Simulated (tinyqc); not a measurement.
Hueckel theory of the pi electrons, for the molecule Oc1cccc2ccoc12 (SMILES; centres numbered as the heavy atoms are written), step by step. One step of it, computed by the program tinyqc.

Question. Energy, charges, bond orders. E = sum n x; q_r = z_r - P_rr; bond order p = P_rs; free valence = sqrt(3) - sum of p over the bonds of the atom.

x values: [2.678742, 2.277392, 1.813690, 1.272180, 0.813398, 0.599290, -0.815855, -1.091786, -1.465259, -2.161793]

occupations: [2.000000, 2.000000, 2.000000, 2.000000, 2.000000, 2.000000, 0.000000, 0.000000, 0.000000, 0.000000]

charge and bond-order matrix P:
```
            1O         2C         3C         4C         5C         6C         7C         8C
1O    1.948531   0.226600  -0.143568  -0.016031   0.101248  -0.029458  -0.003462   0.025025
2C    0.226600   0.983253   0.664816  -0.014730  -0.329642   0.039085   0.003178  -0.054035
3C   -0.143568   0.664816   1.053249   0.641562  -0.049146  -0.275620   0.039970   0.186541
4C   -0.016031  -0.014730   0.641562   1.018833   0.695584  -0.026748  -0.092257   0.028939
5C    0.101248  -0.329642  -0.049146   0.695584   1.041231   0.584421  -0.037778  -0.217228
6C   -0.029458   0.039085  -0.275620  -0.026748   0.584421   1.028779   0.459450  -0.026410
7C   -0.003462   0.003178   0.039970  -0.092257  -0.037778   0.459450   1.092504   0.851426
8C    0.025025  -0.054035   0.186541   0.028939  -0.217228  -0.026410   0.851426   0.968850
9O    0.016926  -0.101576  -0.087926   0.083203   0.054469  -0.138244  -0.202789   0.332088
10C  -0.126601   0.618656   0.021514  -0.294525  -0.001422   0.589612  -0.052357  -0.277048

            9O        10C
1O    0.016926  -0.126601
2C   -0.101576   0.618656
3C   -0.087926   0.021514
4C    0.083203  -0.294525
5C    0.054469  -0.001422
6C   -0.138244   0.589612
7C   -0.202789  -0.052357
8C    0.332088  -0.277048
9O    1.845426   0.294131
10C   0.294131   1.019343
```

Centres:
```
centre  z_r, pi electrons of the neutral centre         h
1O                                            2  1.960000
2C                                            1  0.000000
3C                                            1  0.000000
4C                                            1  0.000000
5C                                            1  0.000000
6C                                            1  0.000000
7C                                            1  0.000000
8C                                            1  0.000000
9O                                            2  1.960000
10C                                           1  0.000000
```

Bonds:
```
i    j         k
1    2  0.740000
2    3         1
3    4         1
4    5         1
5    6         1
6    7         1
7    8         1
8    9  0.740000
9   10  0.740000
10   2         1
10   6         1
```

Give: pi energy = 12 alpha + this times beta; pi charges; Bond orders and lengths from R = 1.517 - 0.180 p; free valence of the carbons; gap between the highest filled and the next level.

Answer.

pi energy = 12 alpha + this times beta = 18.909

pi charges: 1O 0.051, 2C 0.017, 3C -0.053, 4C -0.019, 5C -0.041, 6C -0.029, 7C -0.093, 8C 0.031, 9O 0.155, 10C -0.019

Bond orders and lengths from R = 1.517 - 0.180 p (angstrom, C-C alone):
```
bond      p      R
1-2   0.227      -
2-3   0.665  1.397
3-4   0.642  1.402
4-5   0.696  1.392
5-6   0.584  1.412
6-7   0.459  1.434
7-8   0.851  1.364
8-9   0.332      -
9-10  0.294      -
10-2  0.619  1.406
10-6  0.590  1.411
```

free valence of the carbons: 2C 0.222, 3C 0.426, 4C 0.395, 5C 0.452, 6C 0.099, 7C 0.421, 8C 0.549, 10C 0.230

gap between the highest filled and the next level = 1.415 |beta|
